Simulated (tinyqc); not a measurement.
Capacitance measurement on a leaky thin oxide: effects of series resistance and leakage: one step of the calculation.

The device is a capacitance C in parallel with a leakage conductance G, in series with Rs and Ls. An impedance meter reports either a parallel pair (Cp, Gp) from Y = 1/Z = Gp + i w Cp or a series pair (Cs, Rm) from Z = Rm + 1/(i w Cs); w = 2 pi f, dissipation D = Gp/(w |Cp|).

Question. True capacitance and conductance. EOT = 3.9 tox/eox; CET = EOT + zc + zp; C = 3.9 eps0 A/CET; G = Jg A/Vs.

Parameters, values chosen for the exercise; values of the order met in thin-oxide MOS capacitors: relative permittivity of the gate insulator (close to silicon dioxide) eox = 3.9; insulator thickness tox = 2.9 nm; gate area A = 2500 um^2; oxide-equivalent thickness added by the accumulation layer zc = 0.42 nm; oxide-equivalent thickness added by gate depletion zp = 0 nm; gate leakage current density, not matched to the thickness Jg = 0.00033 A/cm^2; voltage for an e-fold rise of the leakage Vs = 0.31 V.

Constants: eps0 = 8.8541878128e-14 F/cm where lengths are in cm. Results are converted to the units shown.

Wanted: EOT; CET; C; G.

Answer.

EOT = 2.9000 nm
CET = 3.3200 nm
C = 26.003 pF
G = 0.026613 uS

Numbers from tinyqc (`OMP_NUM_THREADS=1 python tinyqc.py 2022112 2022113 out.jsonl`; about 0.01 s on one thread of a shared Intel Xeon 2.30GHz).
